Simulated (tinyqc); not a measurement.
Adsorption as a lattice gas: isotherms with interactions, competition, desorption peaks and saturation dose: one step, computed by the program tinyqc. Command: `OMP_NUM_THREADS=1 python tinyqc.py 3031486 3031487 out.jsonl adsorb walk`. One thread of a shared host (Intel(R) Xeon(R) Processor @ 2.30GHz), about 0.2 s of CPU time with the checks.

One adsorbate per site; a molecule needs 1 empty site. Gas and surface have the same temperature.

Question. Desorption peak without interaction. The peak obeys E/(k_B T_p^2) = (nu/beta) exp(-E/(k_B T_p)) exactly. Redhead's shortcut, with the constant 3.46 (3.64 is also in use), reads E back as k_B T_p [ln(nu' T_p/beta) - 3.46], nu' = nu.

Inputs (values chosen for the exercise, for a model surface): desorption energy E = 1.69 eV; prefactor nu = 1.1e+12 1/s; heating rate beta = 8 K/s.

Adsorption: molecular (first order).

Constants: k_B = 8.617333262e-05 eV/K.

Give: peak temperature T_p; E by Redhead's shortcut.

Answer.

peak temperature T_p = 680.7 K

E by Redhead's shortcut = 1.684 eV

The shortcut misses by -0.34 %, since 3.46 stands for ln(E/(k_B T_p)) = 3.36. A prefactor wrong by a factor 100 would shift E by 0.270 eV.
